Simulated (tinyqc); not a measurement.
Field, mass and barrier from the scaled variables.

Problem. A barrier edge falls as U0 - F x over a width d with F = V/d. With e = (C F^2/m1)^(1/3), C = hbar^2/(2 m0), the Airy arguments at its edges are z1 = (U0 - E)/e and z2 = (U0 - V - E)/e. Find e, m1 and U0.

Values chosen for this exercise:
- E = 0.264 eV (electron energy)
- d = 2.3 nm (barrier width)
- V = 1.2 V (voltage across the barrier)

Constants: q = 1.602176634e-19 C, hbar = 1.054571817e-34 J s, m0 = 9.1093837015e-31 kg, hbar^2/(2 m0) = 0.0380998212 eV nm^2. Results are converted to the units shown.

z1 and z2: [2.2804979, -0.64321737]

Answer. z1 - z2 = V/e gives e, its definition gives m1, and U0 = E + z1 e.

e = 0.4104 eV
m1 = 0.1500 m0
U0 = 1.200 eV

Program tinyqc, `OMP_NUM_THREADS=1 python tinyqc.py 2580017 2580018 out.jsonl`; Intel Xeon 2.30GHz, shared host, one thread, about 0.01 s.
